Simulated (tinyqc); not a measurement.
# Worked calculation: tunnelling through a gate dielectric, WKB transmission and Tsu-Esaki current

Program tinyqc, `OMP_NUM_THREADS=1 python tinyqc.py 2540034 2540035 out.jsonl`; Intel Xeon 2.30GHz, shared host, one thread, about 0.04 s. Printed values are rounded.

Electrons leave the emitter at x = 0. Energies E (motion across the layers) are in eV from the emitter Fermi level; the collector Fermi level lies at -V and offers states at every E. No charge in the dielectric and no image force: F1 = V/t1, U = phi1 - F1 x. With C = hbar^2/(2 m0), kappa = sqrt(m (U - E)/C) where U > E and 0 elsewhere; T(E) = exp(-S), S = 2 times the integral of kappa over x.

Values chosen for this exercise; dielectric values close to those of aluminium oxide:
- T = 77 K (temperature)
- Ef = 4.2 eV (Fermi energy of the emitter above its band bottom)
- me = 0.35 m0 (emitter mass in the supply function)
- phi1 = 2.57 eV (barrier of layer 1 above the emitter Fermi level at zero bias)
- m1 = 0.39 m0 (tunnelling mass of layer 1)
- t1 = 3.4 nm (thickness of layer 1)
- V = 0.3 V (voltage across the dielectric)
- E = -0.21 eV (energy of the electron followed)
- nc = 8 (cells in each layer)
- Ea = -1 eV (lower end of the energy grid)
- Eb = 0.063 eV (upper end of the energy grid)
- nE = 9 (points of the energy grid)

Constants: q = 1.602176634e-19 C, kB = 1.380649e-23 J/K, hbar = 1.054571817e-34 J s, m0 = 9.1093837015e-31 kg, Vt = kB T/q, hbar^2/(2 m0) = 0.0380998212 eV nm^2. Results are converted to the units shown.

## Fields and band edges

F1 = V/t1, U = phi1 - F1 x.

F1 = 0.8823529 MV/cm
U at x = t1 = 2.27 eV

## WKB exponent by the midpoint rule

Cut each layer into nc equal cells, take U and kappa at the cell centres, and sum S = 2 sum kappa h.

| cell | x (nm) | U (eV) | kappa (1/nm) |
|---|---|---|---|
| 0 | 0.212500 | 2.551250 | 5.316474 |
| 1 | 0.637500 | 2.513750 | 5.280250 |
| 2 | 1.062500 | 2.476250 | 5.243775 |
| 3 | 1.487500 | 2.438750 | 5.207045 |
| 4 | 1.912500 | 2.401250 | 5.170054 |
| 5 | 2.337500 | 2.363750 | 5.132796 |
| 6 | 2.762500 | 2.326250 | 5.095266 |
| 7 | 3.187500 | 2.288750 | 5.057457 |

S = 35.27765
T(E) = 4.776519e-16

## WKB exponent in closed form

Each layer adds (2/F) sqrt(m/C) [G(u at its left edge) - G(u at its right edge)] to S, with u = U - E (0 where negative) and G(u) = (2/3) u^1.5. The slope follows from 1/d = -dS/dE.

S = 35.27757
T(E) = 4.776877e-16
energy d over which T(E) grows by a factor e = 0.14902 eV

The midpoint rule gives S = 35.278, so its T(E) is within 0.01 % of this value. The band edge stays above E through the whole stack: direct tunnelling through a trapezoid.

## Current density on a coarse energy grid

J = J0 times the integral of T(E) N(E) dE, N = ln[(1 + exp(-E/Vt))/(1 + exp((-E - V)/Vt))], J0 = q^2 me m0 kB T/(2 pi^2 hbar^3) (times 1e-4 for A/cm^2 per eV), by Simpson's rule on nE equally spaced points from Ea to Eb.

| point | E (eV) | T(E) | N | T(E) N |
|---|---|---|---|---|
| 0 | -1.000000 | 3.372977e-18 | 45.21241 | 1.525004e-16 |
| 1 | -0.867125 | 7.428530e-18 | 45.21241 | 3.358617e-16 |
| 2 | -0.734250 | 1.662658e-17 | 45.21241 | 7.517278e-16 |
| 3 | -0.601375 | 3.785842e-17 | 45.21241 | 1.711670e-15 |
| 4 | -0.468500 | 8.779711e-17 | 45.21241 | 3.969519e-15 |
| 5 | -0.335625 | 2.076411e-16 | 45.20776 | 9.386989e-15 |
| 6 | -0.202750 | 5.015188e-16 | 30.55605 | 1.532444e-14 |
| 7 | -0.069875 | 1.239105e-15 | 10.53075 | 1.304870e-14 |
| 8 | 0.063000 | 3.137455e-15 | 7.525386e-5 | 2.361056e-19 |

J0 = 3.758319e7 A/(cm^2 eV)
J = 2.300125e-7 A/cm^2

The integrand peaks at E = -0.203 eV among these points. A converged quadrature from -Ef to above the barrier gives 2.179e-7 A/cm^2; this grid is 5.6 % above that.
